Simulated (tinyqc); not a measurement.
Inside a calculation. Model: ion-assisted plasma etching: sheath, surface coverage, synergy and aspect-ratio dependence. Computed by tinyqc, a small Python program that keeps every step. Command: `OMP_NUM_THREADS=1 python tinyqc.py 3021647 3021648 out.jsonl etch walk`. One thread of a shared host (Intel(R) Xeon(R) Processor @ 2.30GHz), about 0.07 s of CPU time with the checks. Intermediate numbers are printed to about 5 digits and carried at full precision; extremes and crossings named in words are read from the listed rows.

Radicals adsorb on bare sites; ions remove covered sites with a high yield and bare sites by sputtering; a slow spontaneous reaction acts everywhere, walls included.

Inputs (values chosen for the exercise, close to those used for silicon in a halogen plasma):

| quantity | value | unit |
|---|---|---|
| plasma density n_e | 9.8e+09 | 1/cm^3 |
| electron temperature T_e | 4.8 | eV |
| ion mass M_i | 71 | u |
| sheath voltage V | 420 | V |
| radical density n | 6.1e+12 | 1/cm^3 |
| radical mass M_n | 35.5 | u |
| gas temperature T_g | 350 | K |
| sticking coefficient s | 0.17 | - |
| radicals per removed unit x | 4 | - |
| yield slope b | 0.25 | eV^(-1/2) |
| threshold E_th | 25 | eV |
| sputter slope b_p | 0.022 | eV^(-1/2) |
| sputter threshold E_p | 27 | eV |
| spontaneous reaction probability k_c | 2.9e-05 | - |
| solid density N | 5e+22 | 1/cm^3 |
| ion temperature T_i | 0.47 | eV |
| aspect ratio A | 1.3 | - |

Feature: round hole.

Constants: e = 1.602176634e-19 C; u = 1.6605390666e-27 kg; k_B = 1.380649e-23 J/K; eps_0 = 8.8541878128e-12 F/m.

## Fluxes

Bohm speed u_B = sqrt(e T_e/M_i); ion flux G_i = 0.61 n_e u_B; radical flux G_n = n c/4 with c = sqrt(8 k_B T_g/(pi M_n)).

Bohm speed = 2.5540e+05 cm/s

ion flux G_i = 1.5268e+15 1/(cm^2 s)

radical speed c = 45689 cm/s

radical flux G_n = 6.9675e+16 1/(cm^2 s)

flux ratio G_n/G_i = 45.635

## Sheath and ion angles

Debye length lambda_D = sqrt(eps_0 T_e/(e n_s)) with n_s = 0.61 n_e, T_e in volts; Child-law sheath d = (sqrt2/3) lambda_D (2 V/T_e)^(3/4); ion energy E = V + T_e/2; angular spread = arctan(sqrt(T_i/E)).

Debye length = 210.65 um

sheath thickness = 4777.9 um

ion energy E = 422.4 eV

angular spread = 1.9105 degrees

Caution: a sheath of several millimetres is collisional at usual pressures, which lowers the ion energy and widens the angles.

## Yields

Yields: Y = b (sqrt(E) - sqrt(E_th)) on covered sites, Y_p = b_p (sqrt(E) - sqrt(E_p)) on bare ones (zero below threshold).

yield Y = 3.8881

sputter yield Y_p = 0.33784

## Open-field etch rate

Steady coverage: s G_n (1 - theta) = x Y G_i theta; removal flux = Y G_i theta + Y_p G_i (1 - theta) + k_c G_n; rate = flux/N, 1 cm/s = 6e8 nm/min. Lateral rate = k_c G_n/N; anisotropy = 1 - lateral/vertical; synergy = vertical/(ions alone + radicals alone), with ions alone Y_p G_i/N and radicals alone the lateral rate.

coverage theta = 0.33281

vertical rate = 27.862 nm/min

lateral rate = 0.024247 nm/min

anisotropy = 0.99913

synergy = 4.4838

Ions and radicals both limit the rate.

## Rate at the floor of the feature

Transmission of a round hole: K = 1/(1 + 3A/4), walls that scatter diffusely without loss. With a loss probability S = s (1 - theta) at the floor, G_b/G_n = K/(K + S - K S); theta follows G_b, and the two are solved together. Ions are taken to reach the floor unshadowed; G_b replaces G_n in every term of the rate; A is depth over diameter.

transmission K = 0.50633

G_b/G_n = 0.89726

coverage at the floor = 0.30919

rate at the floor = 26.323 nm/min

floor rate over open-field rate = 0.94477

The lag is 5.5 %.

## Etch lag against aspect ratio

The formulas are those given above.

Floor of the feature:

| A | K | G_b/G_n | theta | rate (nm/min) | relative rate |
|---|---|---|---|---|---|
| 0.5 | 0.72727 | 0.95866 | 0.32350 | 27.255 | 0.97823 |
| 1.0 | 0.57143 | 0.91962 | 0.31447 | 26.667 | 0.95712 |
| 2.0 | 0.40000 | 0.84804 | 0.29727 | 25.546 | 0.91689 |
| 5.0 | 0.21053 | 0.67727 | 0.25253 | 22.632 | 0.81229 |
| 10.0 | 0.11765 | 0.49437 | 0.19782 | 19.069 | 0.68441 |
| 20.0 | 0.06250 | 0.31184 | 0.13462 | 14.953 | 0.53670 |
| 50.0 | 0.02597 | 0.14393 | 0.06699 | 10.550 | 0.37866 |
| 100.0 | 0.01316 | 0.07525 | 0.03618 | 8.545 | 0.30668 |

K falls by a factor 55.3 over the rows and the rate by 3.19. Among these rows the rate stays within 10 % of the open-field value up to A = 2, with an open-field coverage below one half; sputtering, which needs no radicals, carries much of the rate in the last rows. Caution: rows with A above about 1/(2 tan(ion spread)) or 1/sqrt(k_c), often 10 to 30, are formal: ion shadowing, radical loss on the walls, redeposition of sputtered material and, in fluorocarbon plasmas, polymer growth are left out and add to the lag.

## Yield per ion against the flux ratio

The ion flux is fixed and the radical flux set by the ratio; the removal per ion is the removal flux over G_i.

Open field:

| G_n/G_i | theta | rate (nm/min) | removal per ion |
|---|---|---|---|
| 0.3 | 0.00327 | 6.402 | 0.3494 |
| 1 | 0.01081 | 6.893 | 0.3763 |
| 3 | 0.03175 | 8.257 | 0.4506 |
| 10 | 0.09854 | 12.604 | 0.6880 |
| 30 | 0.24694 | 22.268 | 1.2154 |
| 100 | 0.52224 | 40.212 | 2.1948 |
| 300 | 0.76631 | 56.195 | 3.0671 |
| 1000 | 0.91618 | 66.315 | 3.6195 |
| 3000 | 0.97041 | 70.905 | 3.8700 |

Coverage reaches one half at G_n/G_i = x Y/s = 91.5. Below that the ion-assisted part follows the radical flux, on top of the sputter floor Y_p = 0.338; above it the ion-assisted part saturates at Y = 3.89 per ion.

Checks made by the program: series form 1/R = 1/(Y G_i) + x/(s G_n) of the ion-assisted part (relative difference below 1e-10).
